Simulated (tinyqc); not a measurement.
Worked calculation: geometry optimisation on the RHF/sto-6g surface (energies and gradients from PySCF), for H3+, spin multiplicity 1. Computed by tinyqc, a small Python program that keeps every step (integrals from PySCF). Settings: charge = 1, multiplicity = 1, basis = sto-6g, optimiser = bfgs, first Hessian = 0.6, largest step = 0.1, iteration cap = 30. Command: `OMP_NUM_THREADS=1 python tinyqc.py 25810 25811 out.jsonl` (the two numbers bound the seeds that draw the settings). One thread of a shared host (Intel(R) Xeon(R) Processor @ 2.60GHz), about 2 s of CPU time with the checks.

positions at the start (bohr):
```
            x          y          z
1H  -0.001890  -0.032125   0.028346
2H   0.007559  -0.047243   1.700754
3H   0.020787  -0.054802  -1.655400
```

Stop when the largest gradient component is below 3e-5 hartree/bohr. The inverse Hessian follows the BFGS update with s = step, y = change of gradient.

Course of the optimisation:
```
step  E (hartree)  largest gradient (hartree/bohr)
1     -1.21194774                         1.89e-02
2     -1.21283433                         1.12e-02
3     -1.21329348                         1.61e-03
4     -1.21330136                         6.81e-04
5     -1.21330382                         7.40e-04
6     -1.21330666                         8.04e-04
7     -1.21331001                         8.73e-04
8     -1.21331395                         9.47e-04
9     -1.21331861                         1.03e-03
10    -1.21332409                         1.12e-03
11    -1.21333054                         1.21e-03
12    -1.21333814                         1.31e-03
13    -1.21334708                         1.42e-03
14    -1.21335759                         1.54e-03
15    -1.21336996                         1.67e-03
16    -1.21338449                         1.81e-03
17    -1.21340155                         1.97e-03
18    -1.21342158                         2.13e-03
19    -1.21344507                         2.30e-03
20    -1.21347262                         2.49e-03
21    -1.21350488                         2.70e-03
22    -1.21354264                         2.91e-03
23    -1.21358682                         3.15e-03
24    -1.21363844                         3.40e-03
25    -1.21369872                         3.67e-03
26    -1.21376904                         3.96e-03
27    -1.21385101                         4.27e-03
28    -1.21394645                         4.60e-03
29    -1.21405747                         4.95e-03
30    -1.21418648                         5.32e-03
```

Can the last value be used, and what does the course show?

Not by the stop rule. Not converged within 30 steps: the energy falls at every step, but slowly. Reruns: method bfgs, first Hessian 0.6, largest step 0.3: not converged.
